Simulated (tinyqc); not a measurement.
Worked calculation: Tamm state at the end of a one-band chain. Values are carried at full precision from step to step, so a last printed digit may differ when a step is redone from the rounded ones.

A half-infinite chain with site energy 0 and hopping -t, band E = -2t cos(ka); the end site has energy D. The surface Green function of the unperturbed half chain is g = (E -/+ sqrt(E^2 - 4t^2))/(2t^2), the root with |t g| <= 1 and Im g <= 0, and with the shift G = g/(1 - D g).

Parameters, chosen for this exercise: t = 1.38 eV (hopping); D = 4.1 eV (shift of the end site); a = 3.4 angstrom (spacing); N = 8 (sites); E = -0.93 eV (energy in the band).

## The bound state

Amplitudes z^n solve the chain for E = -t (z + 1/z); the end site demands z = -t/D, bound if |z| < 1. Then E = D + t^2/D, weight on the end site 1 - z^2, decay length -a/ln|z|.

z = -0.3366
E = 4.5645 eV
weight on the end site = 0.8867
decay length of the amplitude = 3.122 angstrom

The state lies 1.8045 eV above the band, and its amplitude alternates in sign from site to site.

## A finite chain

Write H for N sites.

H (eV):
```
[[4.100, -1.380, 0, 0, 0, 0, 0, 0],
 [-1.380, 0, -1.380, 0, 0, 0, 0, 0],
 [0, -1.380, 0, -1.380, 0, 0, 0, 0],
 [0, 0, -1.380, 0, -1.380, 0, 0, 0],
 [0, 0, 0, -1.380, 0, -1.380, 0, 0],
 [0, 0, 0, 0, -1.380, 0, -1.380, 0],
 [0, 0, 0, 0, 0, -1.380, 0, -1.380],
 [0, 0, 0, 0, 0, 0, -1.380, 0]]
```

## Levels of the finite chain

Diagonalise; give the weight of each level on site 1.

levels (eV): [-2.5623, -1.9962, -1.1394, -0.1105, 0.9459, 1.8746, 2.5235, 4.5645]

weights on site 1: [0.0022, 0.0082, 0.0165, 0.0245, 0.0283, 0.0238, 0.0098, 0.8867]

The split-off level differs from the half-infinite value by 0.000 meV, the pull of the far end.

## Local density of states in the band

Form g and G at E; the surface density is -Im G/pi, the bulk density 1/(pi sqrt(4t^2 - E^2)).

g = -0.2442-0.6823i 1/eV
G = -0.2026-0.0577i 1/eV

densities (1/eV): clean end 0.2172, shifted end 0.0184, bulk 0.1225

## Checks

- Pole of G, 1 - D g(E) = 0, at the bound level: both 1.00000.

Computed by tinyqc, a small Python program: `OMP_NUM_THREADS=1 python tinyqc.py 1480274 1480275 out.jsonl` (the numbers bound the seed that draws the inputs); one thread of a shared host (Intel(R) Xeon(R) Processor @ 2.30GHz), about 0.01 s for the whole set of steps.
